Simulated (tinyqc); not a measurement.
Band bending at a free surface with a continuum of surface states, surface photovoltage and Kelvin probe: two steps of the calculation.

n-type bulk, xi = Ec - EF = Vt ln(Nc/Nd), p0 = ni^2/Nd, ni = sqrt(Nc Nv) exp(-Eg/(2 Vt)), Eg in volts. b is the upward band bending, u = b/Vt. Space charge per area, in units of q: Qc = sign(b) sqrt((2 eps0 eps_r Vt/q) [(Nd + dn)(exp(-u) - 1) + Nd u + (p0 + dn)(exp(u) - 1)]), with dn the excess density under light (flat quasi-Fermi levels; 0 in the dark). The states hold -Ds (E0 - xi - b): negative while the Fermi level lies above the neutrality level. Neutrality: Qc + Qf + (charge of the states) = 0.

Values chosen for this exercise; band and dielectric values those of a made-up semiconductor:

| symbol | value | unit | meaning |
|---|---|---|---|
| T | 300 | K | temperature |
| Eg | 1.35 | eV | band gap |
| eps_r | 11.3 |  | relative permittivity |
| Nc | 2.84e19 | cm^-3 | conduction-band density of states at T |
| Nv | 2.41e19 | cm^-3 | valence-band density of states at T |
| Nd | 2.9e15 | cm^-3 | donor density |
| Qf | 0 | cm^-2 | fixed positive charge at the surface |
| Ds | 8.9e12 | cm^-2 eV^-1 | density of surface states |
| E0 | 0.58 | eV | depth of their neutrality level below the conduction edge |
| dn | 1.9e11 | cm^-3 | excess carrier density under light |

Constants: q = 1.602176634e-19 C, kB = 1.380649e-23 J/K, Vt = kB T/q, eps0 = 8.8541878128e-14 F/cm where lengths are in cm. Results are converted to the units shown.

Question 1. Band bending in the dark. Newton step: b(new) = b - (Qc + Qf - Ds (E0 - xi - b))/(dQc/db + Ds), dQc/db = (eps0 eps_r/q) [Nd (1 - exp(-u)) + p0 exp(u)]/Qc.

b at the start = 0.27 V

Wanted: b after iteration 1.

Answer 1.

b after iteration 1 = 0.33056 V

Question 2. Surface photovoltage. Under chopped light the surface charge keeps its dark value, so b falls to bL with Qc(bL, dn) = Qc(b, 0); the photovoltage is b - bL. Qc rises with b, so bL follows by bisection.

converged b = 0.33062955 V

Wanted: bL; photovoltage; share of b removed; excess holes at the surface, dn exp(bL/Vt).

Answer 2.

bL = 0.2708 V
photovoltage = 59.88 mV
share of b removed = 18.11 %
excess holes at the surface, dn exp(bL/Vt) = 6.717e15 cm^-3

Numbers from tinyqc (`OMP_NUM_THREADS=1 python tinyqc.py 2430098 2430099 out.jsonl`; about 0.03 s on one thread of a shared Intel Xeon 2.30GHz).
